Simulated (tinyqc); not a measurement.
Double-gate transistor, scale length and short-channel effects: two steps of the calculation.

A body of thickness ts between two insulators of thickness ti and two tied gates. Below threshold the potential that source and drain add obeys Laplace's equation and vanishes on the gate. Its lowest mode decays along the channel as exp(-k y); k is the smallest positive root of the matching condition at the interface, and the scale length is Lambda = pi/k.

Values chosen for this exercise; permittivities: semiconductor close to that of silicon, insulator close to that of silicon dioxide:
- eps_r = 11.9 (relative permittivity of the semiconductor)
- ei = 4.05 (relative permittivity of the insulator)
- ti = 1 nm (insulator thickness)
- ts = 5.3 nm (body thickness)

Problem 1. Scan of the matching condition. f(k) = ei cos(k ti) cos(k ts/2) - eps_r sin(k ti) sin(k ts/2).

k, point 0 to 7 (1/nm): 0.0475  0.095  0.1425  0.19  0.2375  0.285  0.3325  0.38

Wanted: f(k).

Solution 1.

f(k), point 0 to 7: 3.942  3.623  3.103  2.399  1.534  0.536  -0.561  -1.721

The first change of sign lies between k = 0.285 and 0.3325 1/nm.

Problem 2. Scale length against simple estimates. Lambda = pi/k and l = 1/k. A parabolic potential across the structure gives l(parabolic) = sqrt((eps_r/(2 ei)) ts ti (1 + ei ts/(4 eps_r ti))).

k = 0.30866722 1/nm

Wanted: Lambda; l; l(parabolic).

Solution 2.

Lambda = 10.178 nm
l = 3.2397 nm
l(parabolic) = 3.3612 nm

Numbers from tinyqc (`OMP_NUM_THREADS=1 python tinyqc.py 2420046 2420047 out.jsonl`; about 0.01 s on one thread of a shared Intel Xeon 2.30GHz).
